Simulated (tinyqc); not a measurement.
Limits against temperature: thermal and gravitational stress in a wafer during furnace and rapid thermal processing, and the onset of slip. Computed by tinyqc, a small Python program. Command: `OMP_NUM_THREADS=1 python tinyqc.py 3019193 3019194 out.jsonl slip walk`. One thread of a shared host (Intel(R) Xeon(R) Processor @ 2.30GHz), about 0.01 s of CPU time with the checks.

A thin free disc in plane stress, isotropic; T(r) = T_centre + dT (r/R)^n. Stress is positive in tension; sigma_SB = 5.670374419e-8 W/(m^2 K^4), g = 9.80665 m/s^2.

Inputs (values chosen for the exercise, modelled on silicon):
```
quantity                              value        unit
wafer radius R                          150          mm
thickness t                             775  micrometre
Young's modulus E                       156         GPa
expansion alpha                        4.09      1e-6/K
prefactor A of the critical stress  0.00034         MPa
energy U of the critical stress        1.08          eV
density rho                            2330      kg/m^3
heat capacity c                         947    J/(kg K)
conductivity k                           28     W/(m K)
wafer spacing s                         8.3          mm
```

Constants: k_B = 8.617333262e-05 eV/K.

Method. Critical resolved stress tau_c = A exp(U/(k_B T)), a form chosen for the exercise; slip when 0.492799 |s_tt(R)| > tau_c; allowed |dT| = tau_c (n + 2)/(0.492799 n alpha E). In a stack heated from the rim, heat flows inward by conduction and by radiation between wafers: k_eff = k + (16/3) sigma_SB T^3 s^2/t (a diffusion estimate with the spacing as path length). A steady ramp gives the parabolic lag dT = rho c (ramp) R^2/(4 k_eff); the allowed ramp uses n = 2.

For the parabolic profile:
```
T (K)  tau_c (MPa)  allowed |dT| (K)  k_eff (W/(m K))  allowed ramp (K/min)
1050        51.910            330.19            59.12                94.366
1125        23.424            149.00            66.28                47.737
1200        11.676             74.27            74.45                26.730
1275         6.316             40.18            83.72                16.260
1350         3.658             23.27            94.14                10.590
1425         2.244             14.28           105.79                 7.301
1500         1.446              9.20           118.73                 5.278
```

From 1050 to 1500 K the allowed difference falls 36 times and the allowed ramp 18 times; radiation, which grows as T^3, gives back a factor 2.01. Ramps must slow as the wafer gets hotter.
